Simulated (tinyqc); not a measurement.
Self-heating of a transistor with one or more fingers, with temperature-dependent conductivity: one step, computed by the program tinyqc. Command: `OMP_NUM_THREADS=1 python tinyqc.py 3018069 3018070 out.jsonl selfheat walk`. One thread of a shared host (Intel(R) Xeon(R) Processor @ 2.30GHz), about 0.08 s of CPU time with the checks.

N long parallel fingers lie on the top face of a slab whose bottom is held at T_0; the top is otherwise insulated, and heat flows in two dimensions. P in W/mm is 1000 P in W/m.

Problem. Correction for the falling conductivity. Kirchhoff transformation for kappa = kappa_0 (T/T_0)^-m: T = T_0 [1 - (m - 1) theta/T_0]^(-1/(m - 1)), where theta is the linear rise. The bracket vanishes at the power P T_0/((m - 1) theta).

Inputs (values chosen for the exercise, modelled on germanium): exponent m in kappa ~ T^-m = 1.33; base temperature T_0 = 298 K; power per gate width P = 0.65 W/mm.

Power: power rises with temperature.

largest theta = 35.27767 K

Give: peak temperature; true rise; true rise / linear rise; power at which the formula diverges.

Solution.

peak temperature = 336.2 K

true rise = 38.25 K

true rise / linear rise = 1.084

power at which the formula diverges = 16.64 W/mm

The falling conductivity adds 8.4 % to the rise.
